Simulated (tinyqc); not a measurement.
Delta-doped layer in the Thomas-Fermi potential: sweeps and comparisons. A value that a table varies takes the place of the one given here.

All donors ionised in the plane z = 0, zero temperature, energies from the Fermi level EF of the Thomas-Fermi model, which lies at the bulk band edge; c = hbar^2/2m0, q = e^2/(4 pi eps0). gv = 4 equivalent valleys, m_d = sqrt(m3^3/mz) in the plane. With n = (gv/3 pi^2)(m3 (-V)/c)^(3/2) and V'' = -(4 pi q/eps) n for z > 0, the solution is V = -b/(|z| + z0)^4 with sqrt(b) = 20/K, K = (4 pi q/eps)(gv/3 pi^2)(m3/c)^(3/2), and z0^5 = 4b/(e F0), e F0 = 2 pi q N/eps; 1e13/cm^2 = 1e-3/angstrom^2. Exchange and correlation are left out.

Subbands solve -(c/m_z) psi'' + V psi = E psi on 1280 points of spacing z0/80; up to ten levels for each group, kept if bound with an rms width below 2.5 z0.

Constants: hbar^2/2m0 = 3.80998211 eV angstrom^2; e^2/(4 pi eps0) = 14.39964547 eV angstrom.

Values chosen for the exercise (near those of a delta-doped layer in Ge; shifted at random, so the results belong to these values and not to a real crystal):
- m3 = 0.229 m0 (density-of-states mass of a valley)
- mz = 0.115 m0 (mass along z)
- eps = 15.9 (dielectric constant)
- Nl = (0.067, 0.13, 0.27, 0.47, 0.8, 1.3, 2.1) x 1e13/cm^2 (sheet densities)
- N = 0.67 x 1e13/cm^2 (donor sheet density)

## Doping density

The well, the lowest level and the filling anew; at zero temperature n_i = g m_d (mu - E_i)/(2 pi c), with mu fixed by sum n_i = N.

Results:
```
N (1e13/cm^2),z0 (angstrom),depth (eV),lowest (eV),next - lowest (eV),occupied,share of lowest (%)
0.067,96.1,0.0092,-0.0013,-,1,100.0
0.13,84.1,0.0156,-0.0027,-,1,100.0
0.27,72.7,0.0279,-0.0056,-,1,100.0
0.47,65.1,0.0435,-0.0098,-,1,100.0
0.80,58.5,0.0666,-0.0166,-,1,100.0
1.3,53.1,0.0982,-0.0267,-,1,100.0
2.1,48.2,0.1441,-0.0424,-,1,100.0
```

What can be read from the table?

The depth grows as N^(4/5) and z0 shrinks as N^(-1/5): factors 15.7 and 1.99 for 31 times the doping. The lowest level deepens faster, with exponent 1.00, since the zero-point energy takes a smaller share of a deeper well (85 % falling to 71 %). The number of occupied subbands stays at 1. Up to N = 0.27 the donor spacing exceeds 1.5 Bohr radii (one radius, a0 eps/m with the density-of-states mass, is 37 angstrom), where a uniform sheet is a crude picture of discrete donors (beyond about three radii electrons stay on single donors).

## What each parameter does

z0, depth, lowest level and its rms width. Each row changes one parameter from the base and keeps the others.

Results:
```
case,z0 (angstrom),depth (eV),lowest (eV),rms z (angstrom)
base,60.61,0.0578,-0.0139,39.90
N = 1.07 x 1e13/cm^2,55.19,0.0840,-0.0220,32.32
eps = 14.3,56.87,0.0603,-0.0140,39.52
m3 = 0.263 m0,55.78,0.0532,-0.0113,43.15
mz = 0.098 m0,60.61,0.0578,-0.0129,44.22
```

What does this show?

The largest shifts from the base row, up to three for each result and ties (the steps differ in size, so this ranks the rows, not the parameters). z0 (angstrom): N -5.42, m3 -4.83, eps -3.74; unchanged at the printed digits by mz. depth (eV): N +0.0262, m3 -0.0046, eps +0.0025; unchanged at the printed digits by mz. lowest (eV): N -0.0081, m3 +0.0026, mz +0.0010. rms z (angstrom): N -7.57, mz +4.32, m3 +3.25.

Computed by tinyqc, a small Python program: `OMP_NUM_THREADS=1 python tinyqc.py 1251658 1251659 out.jsonl` (the numbers bound the seed that draws the inputs); one thread of a shared host (Intel(R) Xeon(R) Processor @ 2.30GHz), about 0.07 s for the whole set of steps.
